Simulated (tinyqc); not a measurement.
Worked calculation: RKS/PBE in the sto-6g basis, for H3-, spin multiplicity 1. The basis has no diffuse functions, so it cannot describe the extra electron: this is an exercise in the method, not the real anion. One step of it, computed by the program tinyqc.

Problem. Iteration 14 (converged): orbitals. Diagonalise F' = X^T F X, C = X C', fill 2 alpha and 2 beta electrons from the bottom; D = 2 C_occ C_occ^T. Each column has its largest component positive (the first on a tie).

converged F (hartree), lower triangle:
```
           1H 1s      2H 1s     3H 1s
1H 1s   0.206436
2H 1s  -0.050934   0.317978
3H 1s  -0.050834  -0.051161  0.318372
```

X, lower triangle:
```
           1H 1s      2H 1s     3H 1s
1H 1s   1.294099
2H 1s  -0.342691   1.146517
3H 1s  -0.342337  -0.011737  1.146260
```

Give: F' = X^T F X; orbital energies; coefficients C; D after iteration 14.

Solution.

F' = X^T F X (hartree), lower triangle:
```
         1        2       3
1   0.4986
2  -0.2821   0.4833
3  -0.2818  -0.0120  0.4834
```

orbital energies (hartree): MO1 0.0860, MO2 0.4954, MO3 0.8839

coefficients C:
```
          MO1      MO2      MO3
1H 1s  0.5510   0.0002   1.2672
2H 1s  0.3393  -0.8186  -0.8042
3H 1s  0.3386   0.8192  -0.8034
```

D after iteration 14, lower triangle:
```
        1H 1s    2H 1s   3H 1s
1H 1s  0.6071
2H 1s  0.3735   1.5706
3H 1s  0.3734  -1.1115  1.5714
```
